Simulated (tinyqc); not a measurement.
# Dopants and charged point defects at anneal temperature: Fermi-level effect, clustering and pairing, step by step

A worked calculation. Computed by tinyqc, a small Python program that keeps every step. Command: `OMP_NUM_THREADS=1 python tinyqc.py 3026552 3026553 out.jsonl pairing walk`. One thread of a shared host (Intel(R) Xeon(R) Processor @ 2.30GHz), about 0.01 s of CPU time with the checks. Intermediate numbers are printed to about 7 digits and carried at full precision; extremes and crossings named in words are read from the listed rows.

Boltzmann statistics and full ionisation of active dopants. Energies are counted from the valence band; the defect (a vacancy or self-interstitial) has five charge states, with all degeneracy factors one.

Inputs (values chosen for the exercise, with bands modelled on InP):
```
quantity                                         value    unit
gap at 0 K E_g0                                   1.45      eV
Varshni alpha                                 0.000352    eV/K
Varshni beta                                       163       K
electron mass m_e                                 0.08     m_0
valleys M_c                                          1       -
hole mass m_h                                    0.588     m_0
anneal temperature T                              1110       K
total dopant density N                         1.3e+20   cm^-3
formation enthalpy of the neutral defect H_f      3.62      eV
formation entropy S_f                                6     k_B
site density N_s                               4.4e+22   cm^-3
intrinsic dopant diffusivity D_i               5.4e-15  cm^2/s
anneal time t                                       10       s
pair binding energy E_b                           0.81      eV
pair configurations Z                                4       -
storage temperature T_2                            450       K
impurity diffusion prefactor D_0                0.0028  cm^2/s
impurity migration energy E_m                     0.79      eV
dielectric constant eps                           12.2       -
active dopant density in the stored part N_2     2e+16   cm^-3
```

Dopant: acceptor. Second part: pairing with a mobile impurity.

defect levels as fractions of E_g(T): (2+/+), (+/0), (0/-), (-/2-): 0.04  0.12  0.62  0.63

Constants: m_0 = 9.1093837015e-31 kg; k_B = 1.380649e-23 J/K; h = 6.62607015e-34 J s; k_B = 8.617333262e-05 eV/K; e^2/(4 pi eps_0) = 14.39964548 eV angstrom.

## The host at the anneal temperature

E_g = E_g0 - alpha T^2/(T + beta). N_c = 2 M_c (2 pi m_e k_B T/h^2)^(3/2) and N_v = 2 (2 pi m_h k_B T/h^2)^(3/2), masses in units of m_0. n_i = sqrt(N_c N_v) exp(-E_g/2 k_B T); E_i = E_g/2 + (k_B T/2) ln(N_v/N_c).

E_g = 1.109309 eV

k_B T = 0.09565240 eV

n_i = 5.468949e+16 cm^-3

E_i = 0.6977531 eV

effective density of states N_b of the majority band = 8.052683e+19 cm^-3

## Active dopant

No clustering: A = N.

active density A = 1.30e+20 cm^-3

## Carrier density and Fermi level

p = A/2 + sqrt(A^2/4 + n_i^2) for an active density A. chi = n/n_i (for acceptors n_i/p); E_F = E_i + k_B T ln chi; field enhancement h = 1 + A/sqrt(A^2 + 4 n_i^2).

p = 1.300000e+20 cm^-3

chi = 4.206883e-04

E_F = -0.04581217 eV

field enhancement h = 2.000000

The doping is 2380 n_i: extrinsic conditions. Caution: the carrier density exceeds the effective density of states, where Boltzmann statistics understate the shift of E_F and so the density of charged defects (gap narrowing, also left out, works the other way).

## Charged defects

C_0 = N_s exp(S_f/k_B) exp(-H_f/k_B T). Ratios to the neutral state at E_F = E_i: r_+ = exp((E(+/0) - E_i)/k_B T), r_2+ = r_+ exp((E(2+/+) - E_i)/k_B T), r_- = exp((E_i - E(0/-))/k_B T), r_2- = r_- exp((E_i - E(-/2-))/k_B T); at other E_F state q scales as chi^(-q). The enhancement is sum r_q chi^(-q)/sum r_q. The charge on the defects is left out of neutrality.

neutral defects C_0 = 6.504085e+08 cm^-3

Charge states:
```
state       ratio r  intrinsic (cm^-3)  doped (cm^-3)
2+     2.949778e-06       1.918561e+03   1.084063e+10
+      2.731243e-03       1.776424e+06   4.222660e+09
0      1.000000e+00       6.504085e+08   6.504085e+08
-      1.109988e+00       7.219458e+08   3.037142e+05
2-     1.097161e+00       7.136029e+08   1.262925e+02
```

all defects, doped = 1.571401e+10 cm^-3

enhancement over intrinsic = 7.526818

mean charge = 1.648442 e

Doping leaves the neutral state alone and multiplies the total by 7.53; the most common state is 2+ (in intrinsic material -).

## Dopant diffusivity

If every charge state of the defect carries the dopant equally well, D = D_i x enhancement x h x (active share A/N, a rough stand-in that overstates the dA/dN which immobile clusters call for), D_i being an input held fixed when T or H_f is moved; diffusion length 2 sqrt(D t).

effective diffusivity D = 8.128962e-14 cm^2/s

D/D_i = 15.05363

diffusion length = 18.03215 nm

## Against doping

chi = n/n_i; h = 1 + A/sqrt(A^2 + 4 n_i^2); the dopant diffusivity over its intrinsic value is D/D_i = enhancement x h x A/N, if every charge state carries the dopant equally well.

Trend at the anneal temperature:
```
N (cm^-3)  active A (cm^-3)           chi  defect enhancement  mean charge     D/D_i
1.60e+15           1.60e+15  9.854789e-01             0.98514    -1.018967   0.99955
7.30e+15           7.30e+15  9.354842e-01             0.93507    -0.984777   0.99734
3.30e+16           3.30e+16  7.428181e-01             0.75816    -0.834820   0.97714
1.50e+17           1.50e+17  3.258778e-01             0.46315    -0.394387   0.83737
6.50e+17           6.50e+17  8.355034e-02             0.35313    -0.065745   0.70137
2.90e+18           2.90e+18  1.885174e-02             0.36590     0.119009   0.73154
1.30e+19           1.30e+19  4.206810e-03             0.56719     0.537124   1.13436
5.80e+19           5.80e+19  9.429214e-04             2.24785     1.320930   4.49569
2.60e+20           2.60e+20  2.103442e-04            25.12694     1.814203  50.25387
```

Well below n_i = 5.47e16 cm^-3 chi and the enhancement are near 1. At any doping d ln(enhancement)/d ln chi equals minus the mean charge, which goes from -1.02 to +1.81 over the rows. The defect density first falls, because doping removes the states with the sign of the ionised dopant before it feeds the opposite ones. Rows with carriers above N_b lie beyond Boltzmann statistics.

## Pairing in storage

An oppositely charged mobile impurity (density M) pairs with the dopant: pairs/free = Z (N_2/N_s) exp(E_b/k_B T_2) for M << N_2; capture radius R = e^2/(4 pi eps eps_0 k_B T_2); D_m = D_0 exp(-E_m/k_B T_2); association rate 4 pi R D_m N_2; dissociation rate = association rate/(pairs/free); tau = 1/(sum of both). Trapping slows long-range motion to D_m/(1 + pairs/free).

pairs/free = 2144.065

paired share = 0.9995338

capture radius R = 30.43733 angstrom

D_m = 3.976925e-12 cm^2/s

pairing time constant = 3.285516 s

effective diffusivity of the impurity = 1.853988e-15 cm^2/s

## Pairing against temperature

The formulas are those given above.

Equilibrium and kinetics:
```
T (K)  paired share  time constant (s)  D_m (cm^2/s)  effective D (cm^2/s)
270       1.0000000       1.560862e+06  5.025050e-18          2.099754e-27
300       1.0000000       5.814604e+04  1.498795e-16          2.035653e-24
340       0.9999995       1.809400e+03  5.458649e-15          2.957449e-21
380       0.9999901       1.183575e+02  9.326623e-14          9.276790e-19
430       0.9998235       8.100320e+00  1.541809e-12          2.721329e-16
480       0.9982821       9.797437e-01  1.420768e-11          2.440694e-14
550       0.9796201       9.690753e-02  1.615117e-10          3.291588e-12
650       0.7761451       6.984063e-03  2.098404e-09          4.697381e-10
```

Half the impurity is paired at T = E_b/(k_B ln(N_s/(Z N_2))) = 711 K. The time constant at 300 K is 58000 s. Below 711 K pairs win, and the effective diffusivity has the activation energy E_m + E_b = 1.60 eV; above it the impurity is free and moves with E_m = 0.79 eV.

Checks made by the program: ratios against Boltzmann factors of formation energies at E_F (relative difference below 1e-10).
